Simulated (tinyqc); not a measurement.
# Silicon n-p-n transistor, Gummel numbers and transit times: Cut-off frequency against collector current

One-dimensional n-p-n transistor in the forward active mode at low injection. In the base p(x) = NB exp(-eta x/wb) and ni(x)^2 = ni^2 exp((g0 + g1 x/wb)/Vt); electrons leave the base at vsat; band spikes at the emitter junction and recombination inside the emitter are ignored.

f(x) = p(x) ni^2/ni(x)^2; I(x) = integral from x to wb of f/Dn, plus f(wb)/vsat; base Gummel number GB = I(0); electron density per unit flux n/(J/q) = I/f; base transit time tauB = integral of I/f over the base. ni = sqrt(Nc Nv) exp(-Eg/(2 Vt)), Eg in volts; JC = J0 exp(VBE/Vt), J0 = q ni^2/GB; collector layer one-sided, Wc = sqrt(2 eps0 eps_r (Vbc + VCB)/(q NC)), Vbc = Vt ln(NB exp(-eta) NC/ni^2), Cjc = eps0 eps_r/Wc, tauC = Wc/(2 vsat). Delay 1/(2 pi fT) = tauE + tauB + tauC + tauR with tauE = Vt (Cj + Cjc)/JC and tauR = Rc Cjc. Charge stored in the emitter is left out. The Kirk effect, also left out, sets in near JC = q NC vsat. n(0) = (JC/q) I(0)/f(0).

Inputs (values chosen for the exercise); band and dielectric values close to those of silicon:
- T = 400 K (temperature)
- Eg = 1.1 eV (band gap)
- eps_r = 11.9 (relative permittivity)
- Nc = 4.28e19 cm^-3 (conduction-band density of states at T)
- Nv = 4e19 cm^-3 (valence-band density of states at T)
- vsat = 9.81e6 cm/s (saturation velocity)
- wb = 220 nm (neutral base width)
- NB = 1.9e18 cm^-3 (base doping at the emitter edge)
- eta = 0 (doping falls as exp(-eta x/wb))
- g0 = 0 eV (gap reduction at the emitter edge of the base)
- g1 = 0 eV (further gap reduction across the base (linear))
- Dn = 4.5 cm^2/s (electron diffusion coefficient in the base)
- NC = 1.1e16 cm^-3 (collector doping)
- VCB = 0.8 V (collector-base reverse bias)
- Cj = 2.8 fF/um^2 (emitter junction capacitance)
- Rc = 17 ohm um^2 (emitter plus collector resistance)

Constants: q = 1.602176634e-19 C, kB = 1.380649e-23 J/K, Vt = kB T/q, eps0 = 8.8541878128e-14 F/cm where lengths are in cm. Results are converted to the units shown.

The same in every row: tauB (ps) = 56.02; tauC (ps) = 2.166; tauR (ps) = 0.004215.

Cut-off frequency against collector current:
```
JC (mA/um^2)	VBE (V)	tauE (ps)	fT (GHz)	JC/(q NC vsat)	n(0)/NB
0.00058	0.6478	181.1	0.6650	0.003355	9.509e-4
0.0012	0.6728	87.55	1.092	0.006941	0.001967
0.0027	0.7008	38.91	1.639	0.01562	0.004427
0.0057	0.7265	18.43	2.077	0.03297	0.009345
0.012	0.7522	8.755	2.377	0.06941	0.01967
0.026	0.7788	4.041	2.557	0.1504	0.04263
0.056	0.8053	1.876	2.650	0.3239	0.09181
0.12	0.8316	0.8755	2.695	0.6941	0.1967
0.26	0.8582	0.4041	2.716	1.504	0.4263
```

fT rises from 0.665 to 2.72 GHz as the charging time falls as 1/JC; its limit for vanishing tauE is 2.74 GHz, of which the largest delay is tauB (96.3 %). tauE equals the other delays together at JC = 0.00181 mA/um^2. For JC = 0.12, 0.26 JC nears or passes q NC vsat, where base push-out would lower fT. For JC = 0.26 the electron density at the emitter edge exceeds a fifth of NB, beyond low injection.

Range of the model: Heavy doping makes emitter or base degenerate; gE and g0 are to be read as apparent gap changes that include this.

Numbers from tinyqc (`OMP_NUM_THREADS=1 python tinyqc.py 2320094 2320095 out.jsonl`; about 0.01 s on one thread of a shared Intel Xeon 2.30GHz).
